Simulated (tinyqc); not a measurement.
## FinFET, parasitic resistance, capacitance and delay: effect of the fin pitch

Nf fins under one contact; each has gated perimeter p = 2 Hf + Wf and cross-section A = Hf Wf; contact width Wc = Nf pf, stack height Hs = Hf. Contact length Lc = CPP - Lg - 2 Lsp, shared by two neighbouring gates. Source and drain sides are equal. The formulas are first-order estimates, not field solutions.

Epitaxy sheet resistance Rsh = re/te, transfer length LT = sqrt(rc/Rsh), contact Rc = [sqrt(rc Rsh)/Wc] coth(Lc/(2 LT)); extension of one fin Rx = rx Lsp/A. With N fins: gate Cg = Cinv p N Lg; per side, plate Cp = ks eps0 [Wc (Hs + Hc) - N A]/Lsp, top fringe Cf = (2/pi) ks eps0 Wc ln(1 + Lg/(2 Lsp)), overlap Co = Cinv p N Lov. One fin: I = p Q vx u/(1 + |u|^1.8)^(1/1.8), Q = Cinv n Vt ln(1 + exp((Vg' - VT + dl Vd')/(n Vt))), u = Vd' mu/(vx Lg), Vg' = Vgs - v, Vd' = Vds - 2 v, with the drop on each side v = Rc (sum of I) + Rx I. Ieff = [I(Vgs = Vdd, Vds = Vdd/2) + I(Vdd/2, Vdd)]/2, total currents. With Cs = Cp + Cf + Co, the load of an inverter of two such devices driving an equal one is CL = 2 (Cg + 2 Cs) + 4 Cs + Cw (own drains counted twice for the Miller effect); delay CL Vdd/(2 Ieff).

Values chosen for this exercise; values close to those of silicon logic devices: temperature T = 300 K; number of fins Nf = 3; fin height Hf = 60 nm; fin width Wf = 5 nm; contacted gate pitch CPP = 60 nm; gate length Lg = 18 nm; spacer length Lsp = 7 nm; relative permittivity of the spacer ks = 4.5; gate height above the channel stack Hc = 15 nm; contact resistivity rc = 7.4e-10 ohm cm^2; resistivity of the source-drain epitaxy re = 0.0006 ohm cm; current-carrying depth of the epitaxy te = 15 nm; resistivity of the extension rx = 0.0011 ohm cm; gate overlap Lov = 1 nm; inversion capacitance Cinv = 2.5 uF/cm^2; injection velocity vx = 1.4e7 cm/s; apparent mobility mu = 150 cm^2/(V s); threshold at zero drain voltage VT = 0.29 V; barrier lowering dl = 0.071 V/V; subthreshold factor n = 1.22; wire load Cw = 0.09 fF; supply voltage Vdd = 0.7 V.

Constants: q = 1.602176634e-19 C, kB = 1.380649e-23 J/K, eps0 = 8.8541878128e-12 F/m, Vt = kB T/q. Results are converted to the units shown.

The same in every row: Rx/N (ohm) = 85.56.

Effect of the fin pitch:

| pf (nm) | Rc (ohm) | Ieff (uA) | CL (aF) | delay (ps) |
|---|---|---|---|---|
| 18 | 130.2 | 224.2 | 655.0 | 1.022 |
| 22 | 106.6 | 232.4 | 698.0 | 1.051 |
| 26 | 90.16 | 238.3 | 741.0 | 1.088 |
| 30 | 78.14 | 242.8 | 784.0 | 1.130 |
| 36 | 65.12 | 247.9 | 848.5 | 1.198 |
| 44 | 53.28 | 252.6 | 934.5 | 1.295 |

What does the comparison show?

As pf goes from 18 to 44 nm, Ieff rises from 224 to 253 uA, CL rises from 655 to 934 aF and the delay rises from 1.02 to 1.29 ps.

Program tinyqc, `OMP_NUM_THREADS=1 python tinyqc.py 2170109 2170110 out.jsonl`; Intel Xeon 2.30GHz, shared host, one thread, about 0.04 s.
